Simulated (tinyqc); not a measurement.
What moves the results: Lorentz oscillators and the Kramers-Kronig relations. A value that a table varies takes the place of the one given here.

eps(E) = 1 + sum_j S_j/(E0_j^2 - E^2 - i G_j E).

Kramers-Kronig: eps1(E) = 1 + (2/pi) P integral_0^infinity E1 eps2(E1)/(E1^2 - E^2) dE1. Maclaurin rule on the grid E_j = j h, j = 1 .. M: eps1(E_i) = 1 + (4 h/pi) sum over j with j - i odd of E_j eps2(E_j)/(E_j^2 - E_i^2); nothing is added above E_M.

n + i k = sqrt(eps1 + i eps2) with k >= 0; R = ((n - 1)^2 + k^2)/((n + 1)^2 + k^2) at normal incidence from vacuum; alpha = 2 E k/(hbar c), times 1e8 for 1/cm; loss function Im(-1/eps) = eps2/(eps1^2 + eps2^2).

Constants: hbar c = 1973.269805 eV angstrom.

Inputs chosen for the exercise: E0 = (7.24, 8.86) eV (resonances); G = (1.09, 2.38) eV (widths); S = (79.7, 71.9) eV^2 (strengths); h = 0.8 eV (grid step); M = 30 (grid points E_j = j h); E_t = 3.2 eV (energy below the first line); E = 3.71 eV (photon energy).

## Numerical transform against the formula

Every third grid point is listed; the error is the transform minus the formula.

Dielectric function:

| E (eV) | eps2 | eps1 formula | eps1 transform | error |
|---|---|---|---|---|
| 1.60 | 0.103 | 3.541 | 3.981 | 0.440 |
| 4.00 | 0.430 | 4.282 | 3.800 | -0.482 |
| 6.40 | 3.757 | 7.719 | 9.164 | 1.444 |
| 8.80 | 4.489 | -1.604 | -1.039 | 0.565 |
| 11.20 | 0.835 | -1.220 | -1.526 | -0.306 |
| 13.60 | 0.254 | -0.212 | -0.082 | 0.130 |
| 16.00 | 0.116 | 0.224 | 0.108 | -0.116 |
| 18.40 | 0.065 | 0.454 | 0.510 | 0.056 |
| 20.80 | 0.040 | 0.592 | 0.523 | -0.069 |
| 23.20 | 0.027 | 0.682 | 0.708 | 0.025 |

The largest error listed is +1.444 at 6.40 eV. The rule samples every 2h = 1.6 eV and the narrowest line is 1.09 eV wide, so it is not resolved. The grid ends at 24 eV, where eps2 is still 0.024; the error at the last point listed, nearest the missing tail, is +0.025.

## How far the spectrum must be known

The integrals are done by adaptive quadrature and cut at E_cut. f-sum share: (2/pi) integral of E eps2 over sum S. Static share: (2/pi) integral of eps2/E over eps(0) - 1.

Cut integrals:

| E_cut (eV) | eps1(E_t) | f-sum share | static share |
|---|---|---|---|
| 7.1 | 2.219 | 0.219 | 0.408 |
| 9.7 | 3.660 | 0.736 | 0.903 |
| 13.3 | 3.874 | 0.886 | 0.983 |
| 17.7 | 3.904 | 0.928 | 0.995 |
| 26.6 | 3.914 | 0.956 | 0.999 |
| 44.3 | 3.917 | 0.975 | 1.000 |

eps1(E_t) from the formula = 3.917

Cut at 9.7 eV, just above the last line, eps1(E_t) lacks 0.258; cut at 44.3 eV it lacks 0.001. At 13.3 eV the static sum has reached 0.983 and the f-sum only 0.886: the f-sum weights eps2 by E and the static sum by 1/E, so the f-sum needs the far tail.

## Optical constants across the spectrum

Spectrum:

| E (eV) | eps1 | eps2 | n | k | R | loss |
|---|---|---|---|---|---|---|
| 1.33 | 3.508 | 0.084 | 1.873 | 0.022 | 0.092 | 0.007 |
| 3.14 | 3.896 | 0.262 | 1.975 | 0.066 | 0.108 | 0.017 |
| 4.95 | 5.023 | 0.809 | 2.248 | 0.180 | 0.150 | 0.031 |
| 6.77 | 8.136 | 6.886 | 3.065 | 1.123 | 0.311 | 0.061 |
| 8.58 | -1.351 | 4.719 | 1.334 | 1.769 | 0.378 | 0.196 |
| 10.39 | -1.810 | 1.483 | 0.515 | 1.440 | 0.529 | 0.271 |
| 12.20 | -0.684 | 0.472 | 0.271 | 0.871 | 0.543 | 0.683 |
| 14.01 | -0.113 | 0.218 | 0.258 | 0.423 | 0.415 | 3.614 |
| 15.83 | 0.202 | 0.122 | 0.468 | 0.130 | 0.138 | 2.189 |
| 17.64 | 0.394 | 0.077 | 0.631 | 0.061 | 0.053 | 0.475 |
| 19.45 | 0.522 | 0.052 | 0.724 | 0.036 | 0.026 | 0.189 |
| 21.26 | 0.612 | 0.037 | 0.783 | 0.024 | 0.015 | 0.099 |

Among the energies listed the largest values are at (eV): eps2 6.77; n 6.77; k 8.58; R 12.20; loss 14.01. eps1 crosses zero at 7.42 and 14.56 eV; the last crossing is upward and marks the plasmon, against sqrt(sum S) = 12.31 eV for free electrons.

## What each oscillator parameter does

At the energy E. Each row changes one parameter from the base and keeps the others.

Results:

| case | eps1 | eps2 | n | k | R |
|---|---|---|---|---|---|
| base | 4.130 | 0.362 | 2.034 | 0.089 | 0.117 |
| E0 = (7.602, 8.86) eV | 3.886 | 0.314 | 1.973 | 0.079 | 0.108 |
| G = (1.635, 2.38) eV | 4.103 | 0.465 | 2.029 | 0.114 | 0.117 |
| S = (95.64, 71.9) eV^2 | 4.538 | 0.405 | 2.132 | 0.095 | 0.131 |
| E = 3.896 eV | 4.224 | 0.404 | 2.058 | 0.098 | 0.121 |

The largest shifts from the base row, up to three for each result and ties (the steps differ in size, so this ranks the rows, not the parameters). eps1: S +0.408, E0 -0.244, E +0.094. eps2: G +0.102, E0 -0.048, S +0.043. n: S +0.098, E0 -0.061, E +0.023. k: G +0.025, E0 -0.010, E +0.009. R: S +0.015, E0 -0.009, E +0.004; unchanged at the printed digits by G.

tinyqc: `OMP_NUM_THREADS=1 python tinyqc.py 1652561 1652562 out.jsonl`; about 0.1 s, one thread, shared Intel(R) Xeon(R) Processor @ 2.30GHz.
